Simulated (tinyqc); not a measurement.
## Small-signal admittance of a forward-biased p+-n diode: admittance against frequency

Holes injected into a neutral base of width wb with an ohmic contact at its end; low injection, p0 far above the equilibrium density. A small voltage v exp(i w t), w = 2 pi f, modulates the edge density by p0 v/Vt, and the small-signal density obeys Dp d2p/dx2 = (1/tau + i w) p.

L = sqrt(Dp tau); direct current J = (q Dp p0/L) coth(wb/L); k = sqrt(1 + i w tau)/L; diffusion admittance Y = (q Dp p0/Vt) k coth(k wb) = G + i w C_diff; junction capacitance C_j = sqrt(q eps0 eps_r Nd/(2 Vr)) in the depletion approximation, with the remaining barrier Vr = Vt ln(Na/p0), a rough value under forward bias; base-width modulation is left out. Measured admittance 1/[Rs + 1/(Y + i w C_j)].

Inputs (values chosen for the exercise); permittivity close to that of gallium arsenide:
```
symbol    value      unit                                   meaning
T           300         K                               temperature
eps_r      12.9                               relative permittivity
Nd       3.3e15     cm^-3                 donor density of the base
Dp          4.6    cm^2/s                hole diffusion coefficient
tau        5e-8         s                             hole lifetime
wb          3.2        um                 width of the neutral base
p0       1.3e13     cm^-3  excess hole density at the junction edge
Na         3e18     cm^-3           acceptor density of the p+ side
Rs      0.00029  ohm cm^2                         series resistance
```

Constants: q = 1.602176634e-19 C, kB = 1.380649e-23 J/K, Vt = kB T/q, eps0 = 8.8541878128e-14 F/cm where lengths are in cm. Results are converted to the units shown.

The same in every row: C_j (uF/cm^2) = 0.03075.

Result of one run:

| f (Hz) | w tau | G (S/cm^2) | C_diff (uF/cm^2) | measured G (S/cm^2) | measured C (uF/cm^2) | phase of the measured Y (degrees) |
|---|---|---|---|---|---|---|
| 1e9 | 314.2 | 9.701 | 0.001539 | 21.47 | 0.03200 | 83.90 |

What becomes of these results when the signal frequency f is changed from 1e9 to 4e9 Hz, all else the same?

Result of the changed run:

| f (Hz) | w tau | G (S/cm^2) | C_diff (uF/cm^2) | measured G (S/cm^2) | measured C (uF/cm^2) | phase of the measured Y (degrees) |
|---|---|---|---|---|---|---|
| 4e9 | 1257 | 19.38 | 7.704e-4 | 189.4 | 0.02963 | 75.73 |

The whole series:

| f (Hz) | w tau | G (S/cm^2) | C_diff (uF/cm^2) | measured G (S/cm^2) | measured C (uF/cm^2) | phase of the measured Y (degrees) |
|---|---|---|---|---|---|---|
| 50000 | 0.01571 | 1.325 | 0.008114 | 1.325 | 0.03884 | 0.5277 |
| 2e5 | 0.06283 | 1.325 | 0.008114 | 1.325 | 0.03884 | 2.110 |
| 8e5 | 0.2513 | 1.325 | 0.008114 | 1.325 | 0.03884 | 8.382 |
| 3e6 | 0.9425 | 1.329 | 0.008106 | 1.329 | 0.03883 | 28.85 |
| 1e7 | 3.142 | 1.369 | 0.008026 | 1.370 | 0.03875 | 60.63 |
| 6e7 | 18.85 | 2.337 | 0.006149 | 2.392 | 0.03685 | 80.23 |
| 2e8 | 62.83 | 4.372 | 0.003418 | 4.899 | 0.03408 | 83.47 |
| 1e9 | 314.2 | 9.701 | 0.001539 | 21.47 | 0.03200 | 83.90 |
| 4e9 | 1257 | 19.38 | 7.704e-4 | 189.4 | 0.02963 | 75.73 |

G starts at J/Vt = 1.33 S/cm^2 and C_diff at (J tau/(2 Vt))(1 - 2 x/sinh 2x) = 0.00811 uF/cm^2, x = wb/L = 0.667. Between the last two rows G goes as f^(0.50) and C_diff as f^(-0.50); the limits are 1/2 and -1/2, reached when the signal penetrates only sqrt(Dp/w). The measured C is 0.077 % below C_diff + C_j in the first row and 6.0 % below it in the last, the difference being due to Rs.

Computed by the program tinyqc: `OMP_NUM_THREADS=1 python tinyqc.py 2890203 2890204 out.jsonl`, one thread of a shared Intel Xeon 2.30GHz, about 0.01 s for the whole run.
